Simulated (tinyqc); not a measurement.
# Band bending at a free surface with one surface level, surface photovoltage and Kelvin probe: what changes with what

n-type bulk, xi = Ec - EF = Vt ln(Nc/Nd), p0 = ni^2/Nd, ni = sqrt(Nc Nv) exp(-Eg/(2 Vt)), Eg in volts. b is the upward band bending, u = b/Vt. Space charge per area, in units of q: Qc = sign(b) sqrt((2 eps0 eps_r Vt/q) [(Nd + dn)(exp(-u) - 1) + Nd u + (p0 + dn)(exp(u) - 1)]), with dn the excess density under light (flat quasi-Fermi levels; 0 in the dark). The level holds -Ns f, f = 1/(1 + exp((xi + b - Es)/Vt)). Neutrality: Qc + Qf + (charge of the states) = 0.

Parameters, values chosen for the exercise; band and dielectric values close to those of germanium:

| symbol | value | unit | meaning |
|---|---|---|---|
| T | 300 | K | temperature |
| Eg | 0.657 | eV | band gap |
| eps_r | 16.2 |  | relative permittivity |
| Nc | 1.03e19 | cm^-3 | conduction-band density of states at T |
| Nv | 5.98e18 | cm^-3 | valence-band density of states at T |
| chi | 4.03 | eV | electron affinity |
| Nd | 9.9e16 | cm^-3 | donor density |
| Qf | 0 | cm^-2 | fixed positive charge at the surface |
| pt | 4.47 | eV | work function of the probe tip |
| Ns | 5.2e11 | cm^-2 | density of an acceptor-like surface level |
| Es | 0.32 | eV | its depth below the conduction edge |

Constants: q = 1.602176634e-19 C, kB = 1.380649e-23 J/K, Vt = kB T/q, eps0 = 8.8541878128e-14 F/cm where lengths are in cm. Results are converted to the units shown.

Each table varies one quantity; the others keep the values above.

## Kelvin-probe contrast of the doping

Work function chi + xi + b; contact potential difference CPD = (work function of the sample) - pt. b solves the neutrality condition in the dark.

Kelvin-probe contrast of the doping:
```
Nd (cm^-3)	xi (eV)	b (V)	CPD (mV)
1e16	0.1793	0.1625	-98.21
2.2e16	0.1590	0.1660	-115.0
4.5e16	0.1405	0.1644	-135.2
9.6e16	0.1209	0.1476	-171.5
2e17	0.1019	0.09930	-238.8
4.3e17	0.08211	0.05818	-299.7
9e17	0.06301	0.03627	-340.7
```

xi falls by 116 mV over the table and the CPD by 243 mV; b goes from 0.162 through a maximum of 0.166 (at Nd = 2.2e16 cm^-3 among the rows listed) to 0.0363 V. Between the first two rows the CPD follows 82.5 % of the change of xi, and between the last two 215 %. It is below 100 % where b rises with the doping (pinning hides it). It exceeds 100 % where b falls as the doping rises.

## Photovoltage against injection

Same model as above.

Under chopped light the surface charge keeps its dark value, so b falls to bL with Qc(bL, dn) = Qc(b, 0); the photovoltage is b - bL.

Result of one run:
```
dn (cm^-3)	bL (V)	photovoltage (mV)	share of b removed (%)
1.1e11	0.1462	0.008186	0.005598
```

What becomes of these results when the excess carrier density under light dn is changed from 1.1e11 to 1.2e8 cm^-3, all else the same?

Result of the changed run:
```
dn (cm^-3)	bL (V)	photovoltage (mV)	share of b removed (%)
1.2e8	0.1462	8.933e-6	6.109e-6
```

The whole series:
```
dn (cm^-3)	bL (V)	photovoltage (mV)	share of b removed (%)
1.2e8	0.1462	8.933e-6	6.109e-6
1.2e9	0.1462	8.933e-5	6.109e-5
1.1e10	0.1462	8.188e-4	5.600e-4
1.1e11	0.1462	0.008186	0.005598
1.1e12	0.1461	0.08163	0.05582
1e13	0.1455	0.7238	0.4950
1e14	0.1403	5.914	4.044
9.7e14	0.1201	26.08	17.83
9.4e15	0.08483	61.39	41.99
9.1e16	0.04578	100.4	68.69
8.9e17	0.01787	128.4	87.78
```

The photovoltage rises from 8.93e-6 to 128 mV, towards the full b = 146 mV. Its steepest rise is 39.6 mV a decade (Vt ln 10 = 59.5 mV), and it reaches 87.8 % of b in the last row: even strong light does not flatten the bands fully, so a saturation reading understates b. For dn = 8.9e17 the injection is high, and a Dember voltage, left out here, adds to the signal.

tinyqc, about 0.01 s, one thread, Intel Xeon 2.30GHz (shared host): `OMP_NUM_THREADS=1 python tinyqc.py 2430093 2430094 out.jsonl`
